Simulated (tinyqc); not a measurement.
Deal-Grove kinetics of thermal oxidation of silicon: one step, computed by the program tinyqc.

Oxidant diffuses through the oxide and reacts at the interface, so that dx/dt = B/(A + 2x) for the oxide thickness x.

Question. Rate constants. B = B0 p exp(-E_B/(k_B T)), B/A = (B/A)0 p^m exp(-E_A/(k_B T)), p in atm; A = B/(B/A). Temperatures in kelvin are T(C) + 273.15.

Inputs (values chosen for the exercise, close to those used for silicon):
```
quantity                       value    unit
prefactor B0                     736  um^2/h
activation energy E_B           1.24      eV
prefactor (B/A)0            6.19e+06    um/h
activation energy E_A           2.01      eV
temperature T                   1025       C
oxidant pressure p                 2     atm
pressure exponent m of B/A      0.77       -
```

Ambient: dry oxygen. Surface: (111).

Constants: k_B = 8.617333262e-05 eV/K.

Give: parabolic constant B; linear constant B/A; length A.

Answer.

parabolic constant B = 0.02259 um^2/h

linear constant B/A = 0.1660 um/h

length A = 0.1361 um

Reaction at the interface limits growth while x is well below A/2 = 0.0680 um, diffusion once x is well above it.
